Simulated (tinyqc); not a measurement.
# p-n heterojunction, non-linear Poisson equation by Newton steps, Boltzmann statistics: effect of the bias of side 1 against side 2

One dimension, material 1 (p-type) at x < 0 and material 2 (n-type) at x > 0. Band edges: Ec = -psi in material 1 and -psi + dEc in material 2, Ev = Ec - Eg. Flat quasi-Fermi levels: 0 for holes, +V for electrons. n = Nc F((EFn - Ec)/Vt), p = Nv F((Ev - EFp)/Vt), with F(eta) = exp(eta) (Boltzmann statistics); full ionisation, no interface charge, classical densities; the doping types are chosen for the exercise.

Exact first integral: on each side D^2/(2 eps0 er) = G, G = q [Vt (nI_j - nI_b) + Vt (pI_j - pI_b) - C (psi_j - psi_b)], with C = -N1 or +N2, b the neutral end of that side, and nI, pI the densities themselves. D is continuous, so er1 G1(psi_j) = er2 G2(psi_j) fixes psi_j. Ends from Nv1 F((-psi_L - Eg1)/Vt) = N1 and Nc2 F((V + psi_R - dEc)/Vt) = N2. D is counted positive when psi rises towards material 2. Depletion (Anderson) capacitance C^2 = q eps0 er1 er2 N1 N2/(2 (er1 N1 + er2 N2)(psi_R - psi_L)). -dD/dV is the change of the displacement at the interface with both quasi-Fermi levels flat; it is the terminal capacitance only while neither side holds an inversion layer. n_j and p_j are densities at the interface.

Values chosen for this exercise; band and dielectric values close to those of CdS and CdTe:
```
symbol,value,unit,meaning
T,300,K,temperature
Eg1,2.44,eV,band gap of material 1
er1,9.07,,relative permittivity of material 1
Nc1,2.18e18,cm^-3,conduction-band density of states of material 1
Nv1,1.79e19,cm^-3,valence-band density of states of material 1
Eg2,1.47,eV,band gap of material 2
er2,10.2,,relative permittivity of material 2
Nc2,7.97e17,cm^-3,conduction-band density of states of material 2
Nv2,1.83e19,cm^-3,valence-band density of states of material 2
dEc,0.11,eV,conduction-band offset Ec2 - Ec1
N1,5.7e16,cm^-3,acceptor density of material 1
N2,1e17,cm^-3,donor density of material 2
```

Constants: q = 1.602176634e-19 C, kB = 1.380649e-23 J/K, Vt = kB T/q, eps0 = 8.8541878128e-14 F/cm where lengths are in cm. Results are converted to the units shown.

Effect of the bias of side 1 against side 2:
```
V (V),psi_R - psi_L (V),psi_j - psi_L (V),psi_R - psi_j (V),D/q (cm^-2),n_j in 1 (cm^-3),p_j in 2 (cm^-3),-dD/dV (nF/cm^2),depletion C (nF/cm^2)
0.7,1.648,1.091,0.5563,7.803e11,8.710e9,3.744e16,31.18,38.43
0.17,2.178,1.437,0.7410,8.979e11,6.875e6,5.923e10,33.83,33.43
-0.36,2.708,1.788,0.9192,1.004e12,6957,7.308e4,30.27,29.98
-0.89,3.238,2.140,1.098,1.099e12,7.039,0.09016,27.64,27.42
-1.41,3.758,2.485,1.272,1.185e12,0.008113,1.438e-7,25.63,25.45
-1.94,4.288,2.837,1.451,1.267e12,8.209e-6,1.774e-13,23.97,23.82
-2.47,4.818,3.189,1.629,1.344e12,8.307e-9,2.189e-19,22.60,22.48
-3,5.348,3.540,1.807,1.417e12,8.406e-12,2.701e-25,21.44,21.33
```

Read the table: what changes, and by how much?

As V goes from 0.7 to -3, the total bending rises from 1.65 to 5.35 V and the sheet charge D/q rises from 7.80e11 to 1.42e12 cm^-2; the share of the bending in material 1 stays near 66.1 %. The capacitance departs most from the depletion formula at V = 0.7, where it is 19 % below it.

Numbers from tinyqc (`OMP_NUM_THREADS=1 python tinyqc.py 2040063 2040064 out.jsonl`; about 0.03 s on one thread of a shared Intel Xeon 2.30GHz).
